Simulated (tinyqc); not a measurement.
Angle of incidence: periodic multilayer mirror for extreme ultraviolet light.

s polarisation, vacuum above. q_j = sqrt(N_j^2 - sin^2 theta); interface r_jk = (q_j - q_k)/(q_j + q_k) exp(-2 (2 pi/lam)^2 q_j q_k sg^2) (Nevot-Croce; sg = 0 if not given); phase factor of a layer x_j = exp(4 pi i q_j d_j/lam). Each period has the spacer (thickness (1 - Gm) L) on top of the absorber (Gm L). In this recursion R is the amplitude; R in tables and results is the reflectance, its squared modulus. The substrate is of the spacer material. Starting with R = 0 in it, each interface upward gives R -> (r + R x)/(1 + r R x), x that of the layer below the interface (1 for the substrate).

Parameters, chosen for this exercise (optical constants near those of Mo and Si at 13.5 nm; not measured data): lam = 13.5 nm (wavelength); dA = (0.076, 0.00654) (delta and beta of the absorber, N = 1 - delta + i beta); dS = (0.0011, 0.00195) (delta and beta of the spacer and the substrate); L = 6.95 nm (period); Gm = 0.45 (absorber share of the period); sg = 0.5 nm (interface roughness); Np = 20 (periods).

Results:
```
theta (degrees)  lam_B (nm)      R
0                    13.416  0.559
2                    13.407  0.559
4                    13.381  0.557
6                    13.337  0.549
8                    13.276  0.530
10                   13.197  0.485
12                   13.101  0.395
14                   12.987  0.238
16                   12.857  0.060
18                   12.709  0.012
20                   12.544  0.060
```

lam_B = 2 L Re(mean q) falls with the angle, from 13.416 to 12.544 nm; the largest value listed is 0.559 at 0 degrees. R stays above 90 % of that value at 0, 2, 4, 6 and 8 degrees, which bounds the cone of light that a mask or mirror with this period accepts.

Run: tinyqc, `OMP_NUM_THREADS=1 python tinyqc.py 1650514 1650515 out.jsonl`; Intel(R) Xeon(R) Processor @ 2.30GHz, one thread, shared host; about 0.01 s of CPU time with all checks.
